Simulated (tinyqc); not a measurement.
Electron continuity equation in a given potential, Scharfetter-Gummel discretisation: two steps of the calculation.

Steady state in one dimension: J = q mu n E + q D dn/dx with E = -dpsi/dx and D = mu Vt, dJ/dx = 0, fixed densities nL and nR at the ends. The potential is given, psi = 0 for x < L/2 and U (2 x/L - 1) beyond, and is not changed by the electrons.

Inputs (values chosen for the exercise); mobility close to that of gallium phosphide at room temperature: temperature T = 273 K; electron mobility mu = 254 cm^2/(V s); length of the region L = 9.2 um; density at x = 0 nL = 6.1e15 cm^-3; density at x = L nR = 0 cm^-3.

Constants: q = 1.602176634e-19 C, kB = 1.380649e-23 J/K, Vt = kB T/q. Results are converted to the units shown.

Task 1. Bernoulli factors. d_i = (psi_(i+1) - psi_i)/Vt; B(d) = d/(exp(d) - 1), B(0) = 1. The flux on interval i is J_i = (q D/h) [n_(i+1) B(d_i) - n_i B(-d_i)].

psi, node 0 to 10 (V): [0.00000000, 0.00000000, 0.00000000, 0.00000000, 0.00000000, 0.00000000, -0.04600000, -0.09200000, -0.13800000, -0.18400000, -0.23000000]

Find: d_i; B(d_i); B(-d_i).

Result 1.

```
interval     d_i  B(d_i)  B(-d_i)
0          0.000   1.000    1.000
1          0.000   1.000    1.000
2          0.000   1.000    1.000
3          0.000   1.000    1.000
4          0.000   1.000    1.000
5         -1.955   2.278   0.3223
6         -1.955   2.278   0.3223
7         -1.955   2.278   0.3223
8         -1.955   2.278   0.3223
9         -1.955   2.278   0.3223
```

The largest |d_i| is 1.96, below 2, so central differences would also keep densities positive.

Task 2. Densities and current. B(d) = d/(exp(d) - 1) with d_i = (psi_(i+1) - psi_i)/Vt; b and f are the diagonal and right side of the balance equations. Solve B(-d_(i-1)) n_(i-1) + b_i n_i + B(d_i) n_(i+1) = f_i (end values already in f), then J_i = (q D/h) [n_(i+1) B(d_i) - n_i B(-d_i)], h = L/10, D = mu Vt.

```
interval     B(d_i)     B(-d_i)
0                 1           1
1                 1           1
2                 1           1
3                 1           1
4                 1           1
5         2.2776672  0.32232714
6         2.2776672  0.32232714
7         2.2776672  0.32232714
8         2.2776672  0.32232714
9         2.2776672  0.32232714
```

```
node  diagonal b  right side f (cm^-3)
1             -2               -6.1e15
2             -2                     0
3             -2                     0
4             -2                     0
5     -1.3223271                     0
6     -2.5999943                     0
7     -2.5999943                     0
8     -2.5999943                     0
9     -2.5999943                     0
```

Give: n; J.

Result 2.

n, node 0 to 10 (cm^-3): [6.10e15, 6.10e15, 6.10e15, 6.10e15, 6.10e15, 6.10e15, 8.62e14, 1.22e14, 1.69e13, 2.10e12, 0]
J, interval 0 to 9 (in units of 1e-3 A/cm^2): [-7.04, -7.04, -7.04, -7.04, -7.04, -7.04, -7.04, -7.04, -7.04, -7.04]

tinyqc, about 0.01 s, one thread, Intel Xeon 2.30GHz (shared host): `OMP_NUM_THREADS=1 python tinyqc.py 2220144 2220145 out.jsonl`
